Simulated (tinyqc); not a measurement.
Semiconducting tubes compared: carbon nanotube by zone folding.

Circumference C = n a1 + m a2, a = sqrt3 acc; d = a sqrt(n^2 + nm + m^2)/pi; tan(theta) = sqrt3 m/(2n + m); dR = gcd(2n + m, 2m + n); T = t1 a1 + t2 a2 with t1 = (2m + n)/dR, t2 = -(2n + m)/dR, |T| = sqrt3 pi d/dR; N = 2 (n^2 + nm + m^2)/dR hexagons a cell. On cutting line mu = 0 to N - 1 at x = k|T|/(2 pi) the phases are p1 = 2 pi (-t2 mu + m x)/N, p2 = 2 pi (t1 mu - n x)/N, and E = -/+ t |1 + exp(i p1) + exp(i p2)|.

Values chosen for the exercise (out of a larger set: near those used for carbon; not measured data): t = 2.88 eV (hopping); acc = 1.42 angstrom (bond length); tubes = ((14, 7), (9, 1), (16, 2), (7, 3), (15, 10), (8, 1), (10, 5)) (pairs (n, m)).

E11 and E22 are twice the two lowest band edges; the cone gives E11 d = 2 t acc and E22/E11 = 2.

Cases:

| (n,m) |
|---|
| (14,7) |
| (9,1) |
| (16,2) |
| (7,3) |
| (15,10) |
| (8,1) |
| (10,5) |

Rank the cases by E11 (eV), lowest first.

Answer: (15,10), (14,7), (16,2), (10,5), (9,1), (7,3), (8,1).

Tubes:

| (n,m) | d (angstrom) | theta (deg) | (n - m) mod 3 | E11 (eV) | E22 (eV) | E11 d/(2 t acc) | E22/E11 |
|---|---|---|---|---|---|---|---|
| (14,7) | 14.50 | 19.1 | 1 | 0.5584 | 1.1419 | 0.990 | 2.045 |
| (9,1) | 7.47 | 5.2 | 2 | 1.1260 | 2.0378 | 1.028 | 1.810 |
| (16,2) | 13.38 | 5.8 | 2 | 0.6212 | 1.1780 | 1.016 | 1.896 |
| (7,3) | 6.96 | 17.0 | 1 | 1.1447 | 2.3947 | 0.974 | 2.092 |
| (15,10) | 17.06 | 23.4 | 2 | 0.4811 | 0.9458 | 1.004 | 1.966 |
| (8,1) | 6.69 | 5.8 | 1 | 1.1780 | 2.5780 | 0.963 | 2.188 |
| (10,5) | 10.36 | 19.1 | 2 | 0.7974 | 1.5258 | 1.010 | 1.913 |

E11 follows 1/d first. For mod 1 the scaled E11 lies below one (0.963 to 0.990) and E22/E11 above two (2.045 to 2.188). For mod 2 the scaled E11 lies above one (1.004 to 1.028) and E22/E11 below two (1.810 to 1.966). The largest departure of the scaled E11 is that of (8,1); warping acts as cos(3 theta)/d, most for thin tubes near zigzag. Below about 8 angstrom curvature, left out of zone folding, changes the gaps further.

(tinyqc, `OMP_NUM_THREADS=1 python tinyqc.py 1482201 1482202 out.jsonl`, Intel(R) Xeon(R) Processor @ 2.30GHz, 1 thread, shared host, about 0.03 s.)
